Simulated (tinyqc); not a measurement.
Worked calculation: tight binding, dimerised chain. One step of it, computed by the program tinyqc.

Task: Open chain of 3 cells. The same hoppings without the wrap-around bond.

H of the open chain (eV):
$$\begin{pmatrix}
0.000000 & -2.010000 & 0.000000 & 0.000000 & 0.000000 & 0.000000 \\
-2.010000 & 0.000000 & -0.620000 & 0.000000 & 0.000000 & 0.000000 \\
0.000000 & -0.620000 & 0.000000 & -2.010000 & 0.000000 & 0.000000 \\
0.000000 & 0.000000 & -2.010000 & 0.000000 & -0.620000 & 0.000000 \\
0.000000 & 0.000000 & 0.000000 & -0.620000 & 0.000000 & -2.010000 \\
0.000000 & 0.000000 & 0.000000 & 0.000000 & -2.010000 & 0.000000
\end{pmatrix}$$

Give: levels; weights of the highest filled level on the sites.

Result:

levels (eV): [-2.470, -2.058, -1.597, 1.597, 2.058, 2.470]

weights of the highest filled level on the sites: [0.164, 0.103, 0.233, 0.233, 0.103, 0.164]

The bulk gap runs from -1.3900 to 1.3900 eV; no level of this chain lies inside it.
